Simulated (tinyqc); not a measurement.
Inside a calculation. Model: reverse leakage of an n+-p junction: diffusion, generation, trap-assisted and band-to-band tunnelling.

Numbers from tinyqc (`OMP_NUM_THREADS=1 python tinyqc.py 2290027 2290028 out.jsonl`; about 0.01 s on one thread of a shared Intel Xeon 2.30GHz). Printed values are rounded; ~0 in a residual or rate marks an entry under 1e-11 of the largest of its column.

One-sided abrupt junction in the depletion approximation, x from the junction (0) to W on the p side, field F = F0 (1 - x/W). Flat quasi-Fermi levels, long p side. Traps generate through SRH with both lifetimes shortened by 1 + Gamma (Hurkx enhancement, form for moderate fields); band-to-band generation is local and needs a total bending above Eg.

Parameters, values chosen for the exercise; band and dielectric values close to those of silicon:
```
symbol    value                 unit                                             meaning
T           358                    K                                         temperature
Eg         1.14                   eV                                            band gap
eps_r      11.7                                                    relative permittivity
Nc      3.65e19                cm^-3              conduction-band density of states at T
Nv      3.52e19                cm^-3                 valence-band density of states at T
Na       4.8e17                cm^-3                acceptor density of the lighter side
Nd         1e20                cm^-3                   donor density of the heavier side
tau        2e-7                    s         SRH lifetime of both carriers at zero field
Et            0                   eV                trap level above the intrinsic level
mt         0.24                   m0                                     tunnelling mass
Dn           29               cm^2/s  electron diffusion coefficient on the lighter side
Ab       2.5e14  cm^-0.5 V^-2.5 s^-1                              band-to-band prefactor
Bb       1.96e7                 V/cm                         band-to-band field constant
VR          2.6                    V                                        reverse bias
```

Constants: q = 1.602176634e-19 C, kB = 1.380649e-23 J/K, hbar = 1.054571817e-34 J s, m0 = 9.1093837015e-31 kg, Vt = kB T/q, eps0 = 8.8541878128e-14 F/cm where lengths are in cm. Results are converted to the units shown.

Range of the model: The n+ side is degenerate, so Vbi from Boltzmann statistics is only a guide.

## Field, scales and diffusion current

ni = sqrt(Nc Nv) exp(-Eg/(2 Vt)), Eg in volts; Vbi = Vt ln(Na Nd/ni^2); W = sqrt(2 eps0 eps_r (Vbi + VR)/(q Na)); F0 = 2 (Vbi + VR)/W; FG = sqrt(24 mt m0 (kB T)^3)/(q hbar); J_diff = q ni^2 sqrt(Dn/tau)(1 - exp(-VR/Vt))/Na.

ni = 3.38992e11 cm^-3
Vbi = 1.03859 V
W = 99.0086 nm
F0 = 735.005 kV/cm
FG = 471.106 kV/cm
J_diff = 4.61884e-10 A/cm^2

## Generation rates across the layer

u = (Vbi + VR)(1 - x/W)^2, p = Na exp(-u/Vt), n = Nd exp((u - Vbi - VR)/Vt); G0 = ni^2 (1 - exp(-VR/Vt))/(tau (n + p + 2 ni cosh(Et/Vt))); Gamma = 2 sqrt(3 pi)(F/FG) exp((F/FG)^2); trap-assisted part G0 Gamma; G_bb = Ab F^2.5 exp(-Bb/F) with F in V/cm, zero unless Vbi + VR > Eg. 16 equal steps.

```
point,x (nm),F (kV/cm),Gamma,G0 (cm^-3 s^-1),G0 Gamma (cm^-3 s^-1),G_bb (cm^-3 s^-1)
0,0.0000,735.005,109.261,5.74579e9,6.27790e11,3.03776e17
1,6.1880,689.067,76.2824,9.06600e15,6.91576e17,4.36926e16
2,12.3761,643.129,54.0391,8.47357e17,4.57904e19,4.82092e15
3,18.5641,597.191,38.8177,8.47481e17,3.28972e19,3.84192e14
4,24.7522,551.254,28.2509,8.47481e17,2.39421e19,2.04097e13
5,30.9402,505.316,20.8098,8.47481e17,1.76359e19,6.48028e11
6,37.1282,459.378,15.4938,8.47481e17,1.31307e19,1.05581e10
7,43.3163,413.440,11.6397,8.47481e17,9.86441e18,7.08482e7
8,49.5043,367.502,8.80215,8.47481e17,7.45966e18,~0
9,55.6924,321.565,6.67815,8.47387e17,5.65897e18,~0
10,61.8804,275.627,5.05856,8.11495e17,4.10500e18,~0
11,68.0684,229.689,3.79684,1.05357e17,4.00023e17,~0
12,74.2565,183.751,2.78835,1.89910e15,5.29535e15,~0
13,80.4445,137.813,1.95660,7.56597e13,1.48036e14,~0
14,86.6326,91.876,1.24384,7.55889e12,9.40205e12,~0
15,92.8206,45.938,0.604431,1.89756e12,1.14694e12,~0
16,99.0086,0.000,0,1.19704e12,0,0
```

## Current components

Each current is q times the trapezoid sum of its rate; J adds J_diff; J_bb under 1e-8 of the sum is given as 0.

J_SRH = 7.64150e-7 A/cm^2
J_TAT = 1.60197e-5 A/cm^2
J_bb = 1.99087e-8 A/cm^2
J = 1.68042e-5 A/cm^2

A fine grid gives J = 1.778e-5 A/cm^2; the coarse sum is 5.5 % below it. On the fine grid the largest part is trap-assisted tunnelling (95.5 %). The simple estimate q ni W/(2 tau cosh(Et/Vt)) is 73 % above the fine-grid J_SRH of 7.792e-7 A/cm^2, since near both edges n or p is large enough to quench generation.
